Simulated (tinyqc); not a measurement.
Band-to-band tunnelling and avalanche in a reverse-biased abrupt junction: one step, computed by the program tinyqc. Command: `OMP_NUM_THREADS=1 python tinyqc.py 3030835 3030836 out.jsonl zener walk`. One thread of a shared host (Intel(R) Xeon(R) Processor @ 2.30GHz), about 0.01 s of CPU time with the checks.

Direct Kane tunnelling in the local field (for indirect gaps the mass is an effective fit) and one ionisation coefficient for both carriers. N is the doping of the light side, or N_A N_D/(N_A + N_D) for the symmetric junction; the built-in voltage is taken as E_g/e.

Problem. Junction at the given bias. E_g(T) = E_g - (T - 300 K)(-dE_g/dT); b(T) = b [1 + (rise)(T - 300 K)]; w = sqrt(2 eps eps_0 (V_R + E_g/e)/(e N)); F_m = 2 (V_R + E_g/e)/w; the field falls linearly from F_m to 0 on both sides.

Inputs (values chosen for the exercise, modelled on In0.53Ga0.47As):
```
quantity                                    value    unit
band gap at 300 K, E_g                      0.756      eV
gap narrowing with temperature, -dE_g/dT     0.37   meV/K
permittivity eps                             13.9       -
effective doping N                        2.3e+17  1/cm^3
reverse bias V_R                              1.7       V
temperature T                                 300       K
```

Junction: symmetric.

Constants: eps_0 = 8.8541878128e-12 F/m; e = 1.602176634e-19 C.

Give: E_g(T); depletion width w; peak field F_m; shortest tunnelling distance E_g/(e F_m).

Solution.

E_g(T) = 0.756 eV

depletion width w = 128.1 nm

peak field F_m = 0.3835 MV/cm

shortest tunnelling distance E_g/(e F_m) = 19.71 nm
